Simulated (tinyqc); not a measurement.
X-ray reflectivity of a thin film on silicon: critical angles, Parratt recursion, fringes and roughness: one step, computed by the program tinyqc.

n = 1 - delta + i beta; the classical electron radius is r_e = 2.8179403e-6 nm. Layer 0 is vacuum, 1 the film, 2 the substrate.

Question. Reflectivity at one angle. k_j = (2 pi/lambda) sqrt(sin^2 theta - 2 delta_j + 2 i beta_j); r_ij = (k_i - k_j)/(k_i + k_j) x exp(-2 k_i k_j sigma^2) (Nevot-Croce); r = (r_01 + r_12 p)/(1 + r_01 r_12 p), p = exp(2 i k_1 d); R = |r|^2.

Inputs (values chosen for the exercise, modelled on Si3N4 on silicon, copper K-alpha radiation):

| quantity | value | unit |
|---|---|---|
| wavelength lambda | 0.15406 | nm |
| film thickness d | 44.3 | nm |
| roughness of the surface sigma_1 | 0.83 | nm |
| roughness of the interface sigma_2 | 0.11 | nm |
| grazing angle theta | 1.33 | degrees |

Constants:

| layer | rho_e (1/nm^3) | delta | beta | critical angle (degrees) | q_c (1/nm) |
|---|---|---|---|---|---|
| film | 817.0901 | 8.697644e-06 | 1.391623e-07 | 0.2389673 | 0.3402012 |
| substrate | 711.4015 | 7.572626e-06 | 1.741704e-07 | 0.2229774 | 0.3174375 |

Give: k_0, k_1, k_2; 1000 r_01; 1000 r_12; p; reflectivity R; q = 4 pi sin(theta)/lambda.

Answer.

k_0, k_1, k_2 (1/nm): 0.9466  0.9312+0.0002i  0.9332+0.0003i

1000 r_01 = 2.436-0.040i

1000 r_12 = -1.054-0.032i

p = 0.6639+0.7184i

reflectivity R = 3.764e-06

q = 4 pi sin(theta)/lambda = 1.893 1/nm
